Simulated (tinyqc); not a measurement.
Worked calculation: complex band structure along [001] in sp3s* tight binding. Values are carried at full precision from step to step, so a last printed digit may differ when a step is redone from the rounded ones.

For k = (0, 0, kz) the phase sums are g0 = cos(phi) and g3 = i sin(phi), phi = kz a/4, and the s, pz, s* orbitals of anion (a) and cation (c) decouple from px, py. With z = exp(i phi), H(z) = H0 + z T + T^T/z for any complex z. H0 is diagonal (Esa, Epa, Exa, Esc, Epc, Exc). The anion-cation block is B(z) = z U + W/z and the cation-anion block z W^T + U^T/z, where U has Vss/2 (s,s), Vsapc/2 (s,z), -Vscpa/2 (z,s), Vxx/2 (z,z), Vxapc/2 (s*,z), -Vpaxc/2 (z,s*), and W has the same values with the s-z and s*-z signs reversed. |z| = 1 is a band state, |z| < 1 decays along [001] as exp(-kappa d) over a distance d, kappa = -(4/a) ln|z|. No spin-orbit coupling.

Parameters, chosen for this exercise (out of a larger set: near a published set for Si, fitted to gaps, whose masses and valley positions are rough (light masses up to twice too heavy); not measured data):
- p = (-4.197, 1.724, -4.197, 1.724, 6.674, 6.674, -8.28, 1.701, 4.579, 5.717, 5.717, 5.383, 5.383) eV (order Esa, Epa, Esc, Epc, Exa, Exc, Vss, Vxx, Vxy, Vsapc, Vscpa, Vxapc, Vpaxc)
- dE = 0.5 eV (E - Ev)
- a = 5.431 angstrom (lattice constant)

## The layer matrices

Parameters in the order Esa, Epa, Esc, Epc, Exa, Exc, Vss, Vxx, Vxy, Vsapc, Vscpa, Vxapc, Vpaxc. Form H0 and T.

diagonal of H0 (eV): sa -4.1970, za 1.7240, s*a 6.6740, sc -4.1970, zc 1.7240, s*c 6.6740

T (eV):
```
,sa,za,s*a,sc,zc,s*c
sa,0.0000,0.0000,0.0000,-4.1400,2.8585,0.0000
za,0.0000,0.0000,0.0000,-2.8585,0.8505,-2.6915
s*a,0.0000,0.0000,0.0000,0.0000,2.6915,0.0000
sc,-4.1400,2.8585,0.0000,0.0000,0.0000,0.0000
zc,-2.8585,0.8505,-2.6915,0.0000,0.0000,0.0000
s*c,0.0000,2.6915,0.0000,0.0000,0.0000,0.0000
```

## Edges at Gamma

At z = 1 the levels follow from the blocks [[Esa, Vss], [Vss, Esc]] and [[Epa, Vxx], [Vxx, Epc]]: Ev is the lower p root, and the direct gap ends at the lower of the upper roots.

Ev = 0.0230 eV
EG (direct gap) = 3.4020 eV

## Complex wave vectors at one energy in the gap

Solve det(H0 - E + z T + T^T/z) = 0 with E = Ev + dE, as the linear problem [[0, 1], [-T^T, E - H0]] x = z [[1, 0], [0, T]] x. Roots come as z, -z, 1/z and conjugates; list those with 0 < |z| < 1 and Re z, Im z >= 0, by falling |z|. Re kz = arg(z)/(pi/2) in units of 2 pi/a, kappa = -(4/a) ln|z|.

Decaying roots:
```
Re z,Im z,|z|,Re kz (2 pi/a),kappa (1/angstrom)
0.8208,0.0000,0.8208,0.0000,0.1455
0.2625,0.5715,0.6289,0.7258,0.3416
```

The slowest root has kappa = 0.1455 1/angstrom at Re kz = 0.000: a purely imaginary k at Gamma. The probability falls by exp(-2 kappa d), a factor 18.3 over 1 nm.

## The px, py block

For px and py the determinant gives (E - Epa)(E - Epc) = Vxx^2 cos^2(phi) + Vxy^2 sin^2(phi). With phi = i kappa a/4 this is sinh^2(kappa a/4) = ((E - Epa)(E - Epc) - Vxx^2)/(Vxx^2 - Vxy^2), E = Ev + dE. Parameters in the order Esa, Epa, Esc, Epc, Exa, Exc, Vss, Vxx, Vxy, Vsapc, Vscpa, Vxapc, Vpaxc.

sinh^2(kappa a/4) = 0.08028
kappa of the heavy-hole branch = 0.2060 1/angstrom

This branch decays faster than the slowest root of the s-pz block (0.1455), by a factor 1.42 in kappa.

## Checks

- Largest distance of a level of the 6 x 6 block at kz = 0.37 (2 pi/a) from a level of the full matrix, against zero (eV): both 0.000000.

Run: tinyqc, `OMP_NUM_THREADS=1 python tinyqc.py 1481441 1481442 out.jsonl`; Intel(R) Xeon(R) Processor @ 2.30GHz, one thread, shared host; about 0.02 s of CPU time with all checks.
